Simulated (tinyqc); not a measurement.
Hot electrons in a saturated n-channel MOSFET, lucky-electron model: one step of the calculation.

Beyond pinch-off the lateral field grows as Esat cosh(y/l) over the velocity-saturated region (pseudo-two-dimensional model). Impact ionisation in this region gives the substrate current, which biases the body forward through Rsub. Currents are per width. Local-field laws: they overstate ionisation when the field peak is narrower than an energy relaxation length.

Task. Length and field scales. Cox = 3.9 eps0/tox, l = sqrt(3 tox xj), Esat = 2 vs/mu.

Inputs (values chosen for the exercise); values close to those of silicon n-channel devices:

| symbol | value | unit | meaning |
|---|---|---|---|
| L | 1.2 | um | channel length |
| tox | 26 | nm | oxide thickness |
| xj | 500 | nm | junction depth |
| mu | 310 | cm^2/(V s) | effective mobility |
| vs | 7.7e6 | cm/s | saturation velocity |

Constants: eps0 = 8.8541878128e-14 F/cm where lengths are in cm. Results are converted to the units shown.

Wanted: Cox; l; Esat; Esat L.

Result.

Cox = 0.13281 uF/cm^2
l = 197.48 nm
Esat = 0.049677 MV/cm
Esat L = 5.9613 V

Numbers from tinyqc (`OMP_NUM_THREADS=1 python tinyqc.py 2550031 2550032 out.jsonl`; about 0.01 s on one thread of a shared Intel Xeon 2.30GHz).
